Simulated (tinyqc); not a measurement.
WKB tunnelling through a gate dielectric with a two-band (Franz) dispersion: one step. Decay constant through the layer. Three cases, with inputs chosen for the exercise.

Problem. Nine points x = j x_e/8.

At depth x the conduction edge lies u(x) = phi - V x/t above the electron. Parabolic: kappa = sqrt(m u/c). Franz: kappa = sqrt(m u (1 - u/Eg)/c), which vanishes at both band edges. c = hbar^2/2m0. T = exp(-2 integral of kappa dx) over the region u > 0; no image force, no prefactor, zero transverse momentum. The region ends at x_e = min(t, phi t/V); x_e < t is the Fowler-Nordheim regime.

Constants: hbar^2/2m0 = 3.80998211 eV angstrom^2.

Case 1.

Values chosen (of the size used for SiO2 on silicon; the results hold for these values, not for the real material): Eg = 8.85 eV (gap of the dielectric); phi = 3.05 eV (barrier above the electron energy at the emitter); m = 0.47 m0 (mass at the conduction edge); t = 28 angstrom (thickness); V = 0.4 V (voltage across the layer).

x_e = 28.0000 angstrom

Case 2.

Values chosen (of the size used for hBN on silicon; the results hold for these values, not for the real material): Eg = 5.99 eV (gap of the dielectric); phi = 1.85 eV (barrier above the electron energy at the emitter); m = 0.51 m0 (mass at the conduction edge); t = 15 angstrom (thickness); V = 1.1 V (voltage across the layer).

x_e = 15.0000 angstrom

Case 3.

Values chosen (of the size used for SiO2 on silicon; the results hold for these values, not for the real material): Eg = 8.73 eV (gap of the dielectric); phi = 3.06 eV (barrier above the electron energy at the emitter); m = 0.44 m0 (mass at the conduction edge); t = 34 angstrom (thickness); V = 1.7 V (voltage across the layer).

x_e = 34.0000 angstrom

Give: kappa (1/angstrom).

Solution.

Case 1.

kappa (1/angstrom):
```
x (angstrom)  u (eV)  parabolic   Franz
0.000         3.0500     0.6134  0.4966
3.500         3.0000     0.6083  0.4946
7.000         2.9500     0.6033  0.4926
10.500        2.9000     0.5981  0.4904
14.000        2.8500     0.5929  0.4882
17.500        2.8000     0.5877  0.4859
21.000        2.7500     0.5824  0.4836
24.500        2.7000     0.5771  0.4811
28.000        2.6500     0.5718  0.4786
```

At the emitter the Franz value is 19.0 % below the parabolic one, the factor sqrt(1 - phi/Eg).

Case 2.

kappa (1/angstrom):
```
x (angstrom)  u (eV)  parabolic   Franz
0.000         1.8500     0.4976  0.4137
1.875         1.7125     0.4788  0.4046
3.750         1.5750     0.4592  0.3942
5.625         1.4375     0.4387  0.3824
7.500         1.3000     0.4172  0.3691
9.375         1.1625     0.3945  0.3541
11.250        1.0250     0.3704  0.3372
13.125        0.8875     0.3447  0.3181
15.000        0.7500     0.3169  0.2964
```

At the emitter the Franz value is 16.9 % below the parabolic one, the factor sqrt(1 - phi/Eg).

Case 3.

kappa (1/angstrom):
```
x (angstrom)  u (eV)  parabolic   Franz
0.000         3.0600     0.5945  0.4791
4.250         2.8475     0.5735  0.4707
8.500         2.6350     0.5516  0.4609
12.750        2.4225     0.5289  0.4496
17.000        2.2100     0.5052  0.4366
21.250        1.9975     0.4803  0.4218
25.500        1.7850     0.4540  0.4050
29.750        1.5725     0.4261  0.3859
34.000        1.3600     0.3963  0.3641
```

At the emitter the Franz value is 19.4 % below the parabolic one, the factor sqrt(1 - phi/Eg).

Computed by tinyqc, one run a case: `OMP_NUM_THREADS=1 python tinyqc.py N N+1 out.jsonl` with N = 1450211, 1450479, 1450506; one thread of a shared Intel(R) Xeon(R) Processor @ 2.30GHz, about 0.01 s a run at most.
